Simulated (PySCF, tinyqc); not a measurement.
Worked calculation: CCSD on RHF in the sto-3g basis, for H6, spin multiplicity 1. The lowest restricted solution is unstable here: a spin-polarised one lies 0.0097 hartree lower (PySCF). One step of it, computed by the program tinyqc.

Question. CCSD: starting amplitudes. t_ij^ab = <ij||ab> / (e_i + e_j - e_a - e_b), whose energy is MP2.

orbital energies (hartree): MO1 -0.547375, MO2 -0.463042, MO3 -0.342330, MO4 0.196022, MO5 0.420955, MO6 0.650838

Two-electron integrals over orbitals (pq|rs), unique and non-zero (hartree):
```
(11|11) 0.374344    (21|21) 0.123668    (22|11) 0.294753    (22|22) 0.346676
(31|11) 0.074661    (31|22) -0.049035   (31|31) 0.117138    (32|21) -0.110471
(32|32) 0.129255    (33|11) 0.338122    (33|22) 0.305551    (33|31) 0.034174
(33|33) 0.337643    (41|21) -0.040007   (41|32) -0.010404   (41|41) 0.083880
(42|11) -0.059019   (42|22) 0.001582    (42|31) -0.051754   (42|33) -0.008440
(42|42) 0.076433    (43|21) -0.065020   (43|32) 0.061984    (43|41) 0.015322
(43|43) 0.087816    (44|11) 0.339687    (44|22) 0.306221    (44|31) 0.033399
(44|33) 0.332093    (44|42) -0.014852   (44|44) 0.343156    (51|11) 0.008458
(51|22) 0.029112    (51|31) -0.024790   (51|33) -0.013246   (51|42) -0.038854
(51|44) -0.007625   (51|51) 0.051865    (52|21) 0.027930    (52|32) 0.005189
(52|41) -0.056253   (52|43) 0.043406    (52|52) 0.094239    (53|11) -0.063601
(53|22) -0.002033   (53|31) -0.053930   (53|33) -0.017277   (53|42) 0.073950
(53|44) -0.014107   (53|51) -0.035643   (53|53) 0.077949    (54|21) -0.111166
(54|32) 0.125354    (54|41) -0.005036   (54|43) 0.063585    (54|52) 0.004517
(54|54) 0.132683    (55|11) 0.305685    (55|22) 0.351788    (55|31) -0.043324
(55|33) 0.315157    (55|42) -0.000944   (55|44) 0.321265    (55|51) 0.029081
(55|53) -0.003224   (55|55) 0.371144    (61|21) 0.001453    (61|32) 0.017902
(61|41) -0.030309   (61|43) -0.054348   (61|52) -0.037063   (61|54) 0.016101
(61|61) 0.072056    (62|11) -0.011588   (62|22) -0.031721   (62|31) 0.023333
(62|33) 0.006690    (62|42) 0.036732    (62|44) 0.008830    (62|51) -0.049520
(62|53) 0.038677    (62|55) -0.031385   (62|62) 0.051389    (63|21) 0.042098
(63|32) 0.004813    (63|41) -0.081500   (63|43) -0.016421   (63|52) 0.057190
(63|54) 0.006226    (63|61) 0.029550    (63|63) 0.085711    (64|11) -0.077040
(64|22) 0.044356    (64|31) -0.114900   (64|33) -0.035587   (64|42) 0.054273
(64|44) -0.036762   (64|51) 0.022743    (64|53) 0.055862    (64|55) 0.046541
(64|62) -0.022825   (64|64) 0.123262    (65|21) -0.127608   (65|32) 0.115434
(65|41) 0.041361    (65|43) 0.069267    (65|52) -0.029027   (65|54) 0.119926
(65|61) -0.002145   (65|63) -0.045803   (65|65) 0.141521    (66|11) 0.394653
(66|22) 0.311930    (66|31) 0.078640    (66|33) 0.358591    (66|42) -0.063809
(66|44) 0.364989    (66|51) 0.009818    (66|53) -0.069618   (66|55) 0.330352
(66|62) -0.013369   (66|64) -0.085621   (66|66) 0.433646
```

Give: Starting amplitudes; correlation energy.

Answer.

Starting amplitudes (spin orbitals 1a, 1b, ...; amplitudes related by a flip of all spins are not repeated; the 24 largest):

| from | to | t |
|---|---|---|
| 3a 3b | 4a 4b | -0.0816 |
| 2a 2b | 4a 4b | -0.0580 |
| 1a 1b | 4a 4b | -0.0564 |
| 2a 2b | 5a 5b | -0.0533 |
| 2a 3b | 4a 5b | -0.0520 |
| 3a 3b | 5a 5b | -0.0511 |
| 1a 3b | 4a 6b | 0.0469 |
| 3a 3b | 6a 6b | -0.0432 |
| 1a 2b | 4a 5b | 0.0346 |
| 1a 3b | 4b 6a | -0.0313 |
| 2a 3b | 4b 5a | 0.0305 |
| 2a 3b | 5a 6b | -0.0305 |
| 1a 1b | 6a 6b | -0.0301 |
| 1a 1b | 5a 5b | -0.0268 |
| 1a 2b | 4b 5a | -0.0239 |
| 1a 2b | 5a 6b | 0.0238 |
| 2a 2b | 6a 6b | -0.0231 |
| 2a 3a | 4a 5a | -0.0215 |
| 2a 2b | 4a 6b | -0.0207 |
| 2a 3b | 5b 6a | 0.0206 |
| 1a 3b | 5a 5b | 0.0206 |
| 1a 2b | 5b 6a | -0.0178 |
| 1a 3a | 4a 6a | 0.0156 |
| 1a 1b | 4a 6b | 0.0156 |

correlation energy = -0.078156 hartree
